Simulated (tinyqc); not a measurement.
From a_perp back to Ge fraction x: composition and strain of an epitaxial Si(1-x)Ge(x) layer from Raman and X-ray peaks. Computed by tinyqc, a small Python program. Command: `OMP_NUM_THREADS=1 python tinyqc.py 3028953 3028954 out.jsonl epiraman inv`. One thread of a shared host (Intel(R) Xeon(R) Processor @ 2.30GHz), about 0.01 s of CPU time with the checks.

A (001) layer, biaxially strained in the plane. The Raman peaks follow empirical lines omega = w0 + c1 x + c3 x^3 + b eps (c3 for Si-Ge alone), with eps the in-plane strain.

Inputs (values chosen for the exercise, modelled on silicon-germanium):
```
quantity                     value      unit
degree of relaxation R           0         -
Ge fraction y of the buffer   0.71         -
lattice constant of Si       5.431  angstrom
lattice constant of Ge       5.658  angstrom
bowing B                      0.03  angstrom
2 C12/C11 of Si              0.776         -
2 C12/C11 of Ge              0.753         -
```

Substrate: relaxed alloy buffer.

Method. Relaxed lattice constant a(x) = a_Si + (a_Ge - a_Si) x - B x (1 - x). In-plane constant a_par = a_sub + R (a(x) - a_sub); eps = a_par/a(x) - 1; eps_perp = -(2 C12/C11) eps with 2 C12/C11 linear in x; a_perp = a(x) (1 + eps_perp). The buffer has a_sub = a(y).

Question. A run gave the result below. Find the Ge fraction x, known to lie between 0.34 and 0.85.

a_perp = 5.53227 angstrom

Answer.

Each step takes the trial c = (a f_b - b f_a)/(f_b - f_a), f being the result less the target and a, b, c the logarithms of the listed values; c replaces end b, the old b replaces a if the sign of f changed, and otherwise f_a is halved.

Scan of the range:
```
Ge fraction x  a_perp (angstrom)
0.340                    5.43650
0.396                    5.45829
0.461                    5.48395
0.538                    5.51488
0.626                    5.55091
0.730                    5.59444
0.850                    5.64594
```

False position (Illinois rule, in the logarithm of the input) inside the bracket:
```
step     end a     end b     trial  a_perp (angstrom)
1     0.538000  0.626000  0.578814            5.53150
2     0.626000  0.578814  0.580621            5.53224
3     0.626000  0.580621  0.580773            5.53230
4     0.580621  0.580773  0.580700            5.53227
```

a_perp rises at every point of a 13-point scan of the range (every second point is shown), so one value fits; it is bracketed by 0.538 and 0.626. Answer: Ge fraction x = 0.5807.
